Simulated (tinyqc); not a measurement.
Comparisons within one model: shallow acceptor in the spherical four-band model. A value that a table varies takes the place of the one given here.

The ground state 1S3/2 has an L = 0 part f(r) and an L = 2 part g(r). In units of Ry* and a*, with Gaussians f_i = exp(-a_i r^2), g_i = r^2 exp(-a_i r^2), A = a_i + a_j and I(n) = Gamma((n + 1)/2)/(2 A^((n + 1)/2)): S_ff = I(2), S_gg = I(6), H_ff = (6 a_i a_j/A) I(2) - 2 I(1), H_gg = (14 a_i a_j/A) I(6) - 2 I(5), H_fg = -mu [15 I(2) - 20 a_j I(4) + 4 a_j^2 I(6)]; each function is then normalised. The split-off band is left out.

Converged values use 22 exponents 2.2^i, i = -7 to 14, for f and for g.

Units Ry* = Ry/(g1 eps^2) and a* = a0 eps g1; mu = (6 g3 + 4 g2)/(5 g1) is the spherical heavy-light coupling and delta = (g3 - g2)/g1 the cubic term, which is left out.

Constants: Ry = 13.60569312 eV; a0 (Bohr radius) = 0.5291772105 angstrom.

Inputs chosen for the exercise (near those of a shallow acceptor in Si, where the small spin-orbit splitting and strong warping make this model rough; not measured data):
- mus = (0.18, 0.3, 0.44, 0.63, 0.74, 0.85, 0.91) (couplings)
- rc = 1.5 angstrom (radius of the central cell)
- Vs = (2, 0, -0.5, -1.5, -2.5, -3.5) eV (central-cell strengths)
- g1 = 4.28 (Luttinger gamma1)
- g2 = 0.34 (gamma2)
- g3 = 1.44 (gamma3)
- eps = 11.8 (dielectric constant)

## Strength of the heavy-light coupling

Ry* = 22.8304 meV

Converged values in Ry* and a*; the heavy-mass hydrogen model gives 1/(1 - mu).

Results:

| mu | binding (Ry*) | 1/(1 - mu) | ratio | L = 2 weight | <r> (a*) | binding (meV) |
|---|---|---|---|---|---|---|
| 0.18 | 1.030 | 1.220 | 0.845 | 0.014 | 1.463 | 23.5 |
| 0.30 | 1.089 | 1.429 | 0.762 | 0.039 | 1.396 | 24.9 |
| 0.44 | 1.215 | 1.786 | 0.681 | 0.084 | 1.271 | 27.7 |
| 0.63 | 1.588 | 2.703 | 0.588 | 0.178 | 1.005 | 36.3 |
| 0.74 | 2.078 | 3.846 | 0.540 | 0.252 | 0.789 | 47.4 |
| 0.85 | 3.309 | 6.667 | 0.496 | 0.341 | 0.513 | 75.5 |
| 0.91 | 5.255 | 11.111 | 0.473 | 0.398 | 0.331 | 120.0 |

How do the results move?

The binding starts as 1 + O(mu^2), 1.030 at mu = 0.18, since the coupling enters in second order, and reaches 5.25 at mu = 0.91. The ratio to the heavy-mass model falls from 0.84 to 0.47, towards about 0.44 as mu goes to 1: the bound hole is only partly heavy. The L = 2 weight grows to 0.40 and the radius shrinks by a factor 4.4.

## Central-cell correction

mu = 0.46729
a* = 26.726 angstrom

A short-range term V exp(-r^2/rc^2) is added (negative: attracts the hole); its elements are V S (A/(A + 1/rc^2))^(3/2) for f and ^(7/2) for g, in the same units.

Results:

| V (eV) | 1S binding (meV) | 2S binding (meV) | <r> (angstrom) | L = 2 weight |
|---|---|---|---|---|
| 2.0 | 27.6 | 7.66 | 34.3 | 0.095 |
| 0.0 | 28.5 | 7.78 | 33.1 | 0.095 |
| -0.5 | 28.8 | 7.82 | 32.8 | 0.096 |
| -1.5 | 29.5 | 7.90 | 32.1 | 0.096 |
| -2.5 | 30.3 | 8.00 | 31.2 | 0.097 |
| -3.5 | 31.4 | 8.12 | 30.2 | 0.098 |

How do the results move?

From V = 0 to -3.5 eV the 1S binding grows by 2.8 meV (10 %) and the 2S binding by 0.34 meV, so the chemical shift sits mainly in the ground state. A repulsion of 2 eV removes 0.9 meV. The slope is 1.04 meV per eV over the last step against 0.47 on the repulsive side, since attraction pulls the state into the cell; over this range the level stays shallow.

## What each parameter does

Converged values. Each row changes one parameter from the base and keeps the others.

Results:

| case | mu | Ry* (meV) | binding (meV) | <r> (angstrom) |
|---|---|---|---|---|
| base | 0.467 | 22.83 | 28.55 | 33.1 |
| g1 = 4.62 | 0.433 | 21.15 | 25.52 | 36.9 |
| g2 = 0.29 | 0.458 | 22.83 | 28.26 | 33.4 |
| g3 = 1.32 | 0.434 | 22.83 | 27.57 | 34.2 |
| eps = 10.9 | 0.467 | 26.76 | 33.45 | 30.6 |

How do the results move?

The largest shifts from the base row, up to three for each result and ties (the steps differ in size, so this ranks the rows, not the parameters). mu: g1 -0.034, g3 -0.034, g2 -0.009; unchanged at the printed digits by eps. Ry* (meV): eps +3.93, g1 -1.68; unchanged at the printed digits by g2 and g3. binding (meV): eps +4.91, g1 -3.02, g3 -0.98. <r> (angstrom): g1 +3.7, eps -2.5, g3 +1.0. g1 acts twice: it lowers Ry* and it lowers mu.

Computed by tinyqc, a small Python program: `OMP_NUM_THREADS=1 python tinyqc.py 1251309 1251310 out.jsonl` (the numbers bound the seed that draws the inputs); one thread of a shared host (Intel(R) Xeon(R) Processor @ 2.30GHz), about 0.05 s for the whole set of steps.
